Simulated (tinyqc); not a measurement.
## Input admittance of a MOSFET at zero drain bias: distributed channel and distributed gate: input impedance against frequency

Source and drain grounded, strong inversion, w = 2 pi f, Cox = eps0 eox/tox. The channel is an RC line of resistance 1/(mu Cox Vo) per square fed from both ends, so one finger has the intrinsic admittance y = i w Cox L tanh(g)/g per width, g = (1/2) sqrt(i w tau), tau = L^2/(mu Vo). The vertical resistance rv/L is in series with y, the overlaps 2 i w Cov in parallel: y_t = 1/(1/y + rv/L) + 2 i w Cov. The gate strip is a line of Rsh/L per length loaded by y_t, so a finger has Y = y_t Wf tanh(k)/k, k = (Wf/sd) sqrt(y_t Rsh/L); the device has Nf Y.

Low-frequency limits, with c = Cox L and ct = c + 2 Cov: R_strip = Rsh Wf/(3 sd^2 L Nf), R_ch = (c/ct)^2 L/(12 mu Cox Vo Wf Nf), R_vert = (c/ct)^2 rv/(L Wf Nf), C = ct Wf Nf. Z = 1/(Nf Y) = R + 1/(i w C), Q = |Im Z|/R, far-point signal |1/cosh k|.

Values chosen for this exercise; values of the order met in silicon radio-frequency transistors:
- eox = 3.9 (relative permittivity of the gate insulator (close to silicon dioxide))
- tox = 4.2 nm (insulator thickness)
- L = 1.2 um (channel length)
- Wf = 6.1 um (finger width)
- Nf = 1 (number of fingers)
- mu = 380 cm^2/(V s) (channel mobility)
- Vo = 0.57 V (gate overdrive)
- Rsh = 6.4 ohm/square (sheet resistance of the gate)
- rv = 0 ohm um^2 (vertical resistivity of the gate stack)
- sd = 1 (number of ends at which a finger is contacted)
- Cov = 0.21 fF/um (overlap and fringe capacitance on each side)

Constants: eps0 = 8.8541878128e-14 F/cm where lengths are in cm. Results are converted to the units shown.

The same in every row: low-frequency R (ohm) = 95.54.

Results:
```
f (GHz)	w tau	|k|	R (ohm)	C (fF)	Q	signal at the far point
0.07	0.02924	0.02996	95.54	62.75	379.3	1.000
0.2	0.08354	0.05065	95.54	62.74	132.8	1.000
1	0.4177	0.1132	95.53	62.73	26.56	0.9998
4	1.671	0.2250	95.41	62.46	6.677	0.9965
10	4.177	0.3447	94.75	61.04	2.752	0.9811
30	12.53	0.5001	89.21	51.07	1.164	0.9263
80	33.42	0.6142	68.29	30.92	0.9422	0.8812
200	83.54	0.7844	43.16	18.97	0.9721	0.8242
```

Estimate the missing row, f = 0.5 GHz.

Computed row:
```
f (GHz)	w tau	|k|	R (ohm)	C (fF)	Q	signal at the far point
0.5	0.2089	0.08007	95.53	62.74	53.11	0.9999
```

With this row back in the table: R falls from 95.5 to 43.2 ohm and C falls from 62.7 to 19.0 fF. Q goes as f^(-1.00) between the first two rows and f^(0.03) between the last two, where w tau = 83.5 and |k| = 0.784. The low-frequency limits hold both R and C within 5 % up to f = 10 GHz among the rows.

tinyqc, about 0.01 s, one thread, Intel Xeon 2.30GHz (shared host): `OMP_NUM_THREADS=1 python tinyqc.py 2262018 2262019 out.jsonl`
